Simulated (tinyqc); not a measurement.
Inside a calculation. Model: bandgap voltage reference from two bipolar transistors.

Numbers from tinyqc (`OMP_NUM_THREADS=1 python tinyqc.py 2062069 2062070 out.jsonl`; about 0.02 s on one thread of a shared Intel Xeon 2.30GHz). Printed values are rounded.

Two transistors of area 1 and N carry the same current I. Is(T) = Is (T/T0)^eta exp[(Vg0 q/kB)(1/T0 - 1/T)], VBE1 = Vt ln(I/Is(T)) + I rb, VBE2 = Vt ln(I/(N Is(T))) + I rb/N. The amplifier forces I R1(T) = VBE1 - VBE2 + Vos, with R(T) = R (1 + tc (T - T0)) for both resistors, and the output is Vref = VBE1 + I R2(T). Base currents and the Early effect are neglected.

Parameters, values chosen for the exercise; values of the order met in silicon bipolar transistors: reference temperature T0 = 300 K; band-gap voltage extrapolated to 0 K Vg0 = 1.207 V; temperature exponent of the saturation current eta = 4.1; saturation current of the unit transistor at T0 Is = 4.8e-16 A; area ratio of the second transistor N = 4; resistor across which the difference of VBE falls, at T0 R1 = 8.3 kohm; temperature coefficient of both resistors tc = 0 ppm/K; offset of the amplifier Vos = -2.1 mV; series resistance of the unit transistor rb = 0 ohm; output resistor at T0 R2 = 165.7 kohm; temperature T = 253 K.

Constants: q = 1.602176634e-19 C, kB = 1.380649e-23 J/K. Results are converted to the units shown.

## Operating point at the reference temperature

Vt = kB T/q; I = (Vt ln N + Vos)/(R1(T) - rb (1 - 1/N)). Evaluate at T = T0.

Vt = 0.0258520 V
I = 4.06488 uA
Is(T) = 4.8e-16 A
VBE1 = 0.590967 V
I R2 = 0.673550 V
Vref = 1.26452 V

## Operating point at another temperature

Vt = kB T/q; I = (Vt ln N + Vos)/(R1(T) - rb (1 - 1/N)).

Vt = 0.0218019 V
I = 3.38841 uA
Is(T) = 4.08337e-20 A
VBE1 = 0.698741 V
I R2 = 0.561459 V
Vref = 1.26020 V

From T0 to T, VBE1 changes by 108 mV and I R2 by -112 mV, which leaves -4.32 mV in Vref.

## Resistor for zero slope at T0, ideal case

With tc = 0, Vos = 0 and rb = 0 the current is proportional to T, dVBE/dT = (VBE - Vg0 - (eta - 1) Vt)/T, and Vref has zero slope at T0 when Vref = Vg0 + (eta - 1) Vt0. Find VBE1, its slope, that Vref, R2/R1 and the curvature d2Vref/dT2 = -(eta - 1) kB/(q T0).

VBE1 = 0.592528 V
dVBE/dT = -2.31538 mV/K
Vref = 1.28714 V
R2/R1 = 19.3818
curvature = -0.890458 uV/K^2
